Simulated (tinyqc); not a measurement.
Surface Green function of a two-leg ladder, Sancho-Rubio decimation: one step of the calculation.

A semi-infinite lead of cells 0, 1, 2, ... with H0 inside a cell and H1 = <cell i|H|cell i + 1>. One rung (site 1 on leg a, site 2 on leg b) is a cell; all hoppings enter with a minus sign. z = E + i eta.

Problem. Self-energy, Dyson check and densities of states. Sigma = H1 g_s H1^dagger is what the lead adds to one more cell, and (z - H0 - Sigma)^(-1) must give g_s back. Densities of states: -Im of the diagonals over pi.

Inputs (values chosen for the exercise):
- E = -2.18 eV (energy)
- eta = 0.1 eV (broadening)

H0 (eV):

|  | 1 | 2 |
|---|---|---|
| 1 | 0 | -1.37 |
| 2 | -1.37 | 0.34 |

H1 (eV):

|  | 1 | 2 |
|---|---|---|
| 1 | -1 | -0.28 |
| 2 | 0 | -0.84 |

converged surface Green function g_s (1/eV):

|  | 1 | 2 |
|---|---|---|
| 1 | -0.30884871-0.47725099i | -0.06679237-0.38442954i |
| 2 | -0.06679237-0.38442954i | -0.37273485-0.32390705i |

converged bulk Green function (1/eV):

|  | 1 | 2 |
|---|---|---|
| 1 | -0.11408955-0.30822711i | 0.13845666-0.25171754i |
| 2 | 0.13845666-0.25171754i | -0.18861206-0.22731246i |

Wanted: Sigma; (z - H0 - Sigma)^(-1); surface density of states; bulk density of states.

Solution.

Sigma (eV):

|  | 1 | 2 |
|---|---|---|
| 1 | -0.37547-0.71793i | -0.14377-0.39910i |
| 2 | -0.14377-0.39910i | -0.26300-0.22855i |

(z - H0 - Sigma)^(-1) (1/eV):

|  | 1 | 2 |
|---|---|---|
| 1 | -0.30885-0.47725i | -0.06679-0.38443i |
| 2 | -0.06679-0.38443i | -0.37273-0.32391i |

| orbital | surface density of states (1/eV) | bulk density of states (1/eV) |
|---|---|---|
| 1 | 0.15191 | 0.098112 |
| 2 | 0.10310 | 0.072356 |

tinyqc, about 0.1 s, one thread, Intel Xeon 2.30GHz (shared host): `OMP_NUM_THREADS=1 python tinyqc.py 2680114 2680115 out.jsonl`
